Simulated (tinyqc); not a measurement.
Density dependence: plasmons of a degenerate electron gas in the random-phase approximation.

Zero temperature, parabolic band: kF = (3 pi^2 n)^(1/3), EF = c kF^2/m, Ep^2 = 8 pi c e2 n/(m eb), qTF^2 = 6 pi e2 n/(eb EF), c = hbar^2/2m0, e2 = e^2/(4 pi eps0), n in 1/angstrom^3 (1e-24 per 1/cm^3).

Lindhard function: eps(q, E)/eb = 1 + (qTF/q)^2 (f1 + i f2) with z = q/(2 kF), u = E/(hbar vF q), hbar vF = 2 c kF/m; f1 = 1/2 + [h(z - u) + h(z + u)]/(8 z), h(x) = (1 - x^2) ln|(x + 1)/(x - 1)|; f2 = pi u/2 for z + u < 1, (pi/(8 z))(1 - (z - u)^2) for |z - u| < 1 < z + u, else 0. Pairs exist for c (q^2 - 2 q kF)/m < E < c (q^2 + 2 q kF)/m.

Constants: hbar^2/2m0 = 3.80998211 eV angstrom^2; e^2/(4 pi eps0) = 14.39964547 eV angstrom; a0 (Bohr radius) = 0.5291772105 angstrom.

Values chosen for the exercise (out of a larger set: a free-electron density near that of K; not measured data): n = 1.36e+22 1/cm^3 (electron density); m = 1 m0 (mass); eb = 1 (background dielectric constant).

n is multiplied by the factor listed.

Results:
```
factor      rs  EF (eV)  Ep (eV)  Ep/EF  qc/kF  alpha = 3 EF/(5 Ep)
0.10    10.581   0.4476    1.369  3.059  1.353                0.196
0.20     8.398   0.7105    1.937  2.726  1.243                0.220
0.50     6.188    1.309    3.062  2.340  1.111                0.256
1.0      4.911    2.078    4.330  2.084  1.020                0.288
5.0      2.872    6.075    9.683  1.594  0.835                0.376
10       2.280    9.643    13.69  1.420  0.766                0.423
```

Give the missing row, factor = 2.0.

Computed row:
```
factor     rs  EF (eV)  Ep (eV)  Ep/EF  qc/kF  alpha = 3 EF/(5 Ep)
2.0     3.898    3.298    6.124  1.857  0.936                0.323
```

Over two decades Ep grows by 10.0 (n^(1/2)) and EF by 21.5 (n^(2/3)), so Ep/EF falls from 3.059 to 1.420 as sqrt(rs), and qc/kF from 1.353 to 0.766: in a dense gas the plasmon enters the continuum earlier on the scale of kF. alpha is the coefficient in E = Ep + alpha hbar^2 q^2/(m m0). The random-phase values are only rough in the rows with rs above about 2 (up to 10.6 here).

Run: tinyqc, `OMP_NUM_THREADS=1 python tinyqc.py 1681046 1681047 out.jsonl`; Intel(R) Xeon(R) Processor @ 2.30GHz, one thread, shared host; about 0.01 s of CPU time with all checks.
